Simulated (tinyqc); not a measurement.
Inside a calculation. Method: plane-wave Kohn-Sham cycle with exchange-only LDA in a layered model solid. One step of it, computed by the program tinyqc.

Question. Iteration 2: levels at that k. Diagonalise the Hermitian matrix.

H (hartree), lower triangle:
```
           -2         -1         +0         +1        +2
-2   0.530643
-1  -0.007315  -0.096977
+0   0.003800  -0.007315  -0.268146
+1   0.000285   0.003800  -0.007315   0.017136
+2   0.000057   0.000285   0.003800  -0.007315  0.758868
```

Give: eigenvalues.

Answer.

eigenvalues (hartree): -0.2687  -0.0969  0.0174  0.5307  0.7590
